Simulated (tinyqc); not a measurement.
What each parameter does: six-band hole subbands of a thin body in a field.

Basis X, Y, Z times spin, hole energies counted downwards from the unstrained edge (the hydrostatic shift is left out), c = hbar^2/2m0. For a symmetric tensor T let C(T) have C_XX = L Txx + M (Tyy + Tzz), C_XY = N Txy (cyclic), L = c (g1 + 4 g2), M = c (g1 - 2 g2), N = 6 c g3. k = q + kz n, n the unit normal, q = k1 u + k2 v with u along the channel [1-10] and v = n x u. H = C(k k^T) + (Dso/3)(1 - L.sigma) - B + e F z with (L_k)_ij = -i epsilon_kij; B is the block C built from the traceless strain with 2b, -b and sqrt(3) d in place of L, M, N. Strain: exx = eyy = (s11 + s12) sx/2, ezz = s12 sx, exy = -s44 sx/4. Hard walls at z = 0 and t; basis sin(j pi z/t), j = 1 to Nz: kz^2 = (j pi/t)^2, kz = -i D with D_jl = 4 j l/(t (j^2 - l^2)), z_jj = t/2 and z_jl = -8 t j l/(pi (j^2 - l^2))^2 for j + l odd; 1 MV/cm = 0.01 eV/angstrom.

Nz = 14. E1 is the top subband at q = 0, gap the distance to the next pair, and the masses are c q^2/(E(q) - E1) at |q| = 0.02 1/angstrom (mean of the spin pair) along the channel [1-10] and across it in the plane; a dash marks a band that does not rise.

Constants: hbar^2/2m0 = 3.80998211 eV angstrom^2.

Values chosen for the exercise (near those of a p-type Si channel; shifted at random, so the results belong to these values and not to a real crystal): g1 = 4.29 (Luttinger gamma1); g2 = 0.34 (gamma2); g3 = 1.45 (gamma3); Dso = 0.044 eV (spin-orbit splitting); b = -2.1 eV (tetragonal potential); d = -4.84 eV (trigonal potential); S = (7.65, -2.16, 12.71) 1/TPa (compliances s11, s12, s44); face = 110 (surface); t = 35 angstrom (body thickness); F = 0.2 MV/cm (field across the body); sx = -0.5 GPa (stress along the channel [1-10], negative in compression).

Six bands.

Results for these values:
```
case  E1 (meV)  gap (meV)  m channel (m0)  m across (m0)
base      32.3       33.6           0.114          0.277
```

What happens to each result for d = -3.87 eV, all else kept?

Answer: E1 rises from 32.3 to 35.0; gap does not change at the printed digits; m channel does not change at the printed digits; m across does not change at the printed digits.

The same for each parameter in turn:
```
case             E1 (meV)  gap (meV)  m channel (m0)  m across (m0)
base                 32.3       33.6           0.114          0.277
t = 25 angstrom      35.2       53.4           0.113          0.277
F = 0.5 MV/cm        64.6       52.8           0.114          0.277
sx = -1 GPa          14.1       33.4           0.113          0.277
g3 = 1.35            43.9       58.5           0.118          0.277
g2 = 0.39            34.5       37.5           0.114          0.285
Dso = 0.066 eV       37.4       34.8           0.115          0.278
d = -3.87 eV         35.0       33.6           0.114          0.277
```

Computed by tinyqc, a small Python program: `OMP_NUM_THREADS=1 python tinyqc.py 1281351 1281352 out.jsonl` (the numbers bound the seed that draws the inputs); one thread of a shared host (Intel(R) Xeon(R) Processor @ 2.30GHz), about 0.5 s for the whole set of steps.
